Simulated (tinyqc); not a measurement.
Worked calculation: CIS on RHF in the sto-6g basis, for H4, spin multiplicity 1. One step of it, computed by the program tinyqc.

Task: CIS singlet states. Diagonalise A (1 hartree = 27.211386 eV); each vector has its largest component positive (the first on a tie). The transition dipole is mu = sqrt2 sum c_ia <i|r|a>.

CIS matrix A, singlet (hartree):
```
          1>3        1>4        2>3       2>4
1>3  0.745736   0.000000   0.000000  0.035114
1>4  0.000000   0.878575  -0.007950  0.000000
2>3  0.000000  -0.007950   0.561269  0.000000
2>4  0.035114   0.000000   0.000000  0.781954
```

dipole integrals <i|r|a> (bohr):
```
            x         y          z
1>3  0.000000  0.000000  -1.071717
1>4  0.000000  0.000000   0.000000
2>3  0.000000  0.000000   0.000000
2>4  0.000000  0.000000  -1.028637
```

Give: singlet excitation energies; lowest vectors; oscillator strengths 2/3 w |mu|^2.

Result:

singlet excitation energies (eV): 15.2675  19.7102  21.8604  23.9127

lowest vectors:
```
     state 1  state 2  state 3  state 4
1>3   0.0000   0.8539   0.5204   0.0000
1>4   0.0250   0.0000   0.0000   0.9997
2>3   0.9997   0.0000   0.0000  -0.0250
2>4   0.0000  -0.5204   0.8539   0.0000
```

oscillator strengths 2/3 w |mu|^2: 0.0000  0.1393  2.2091  0.0000
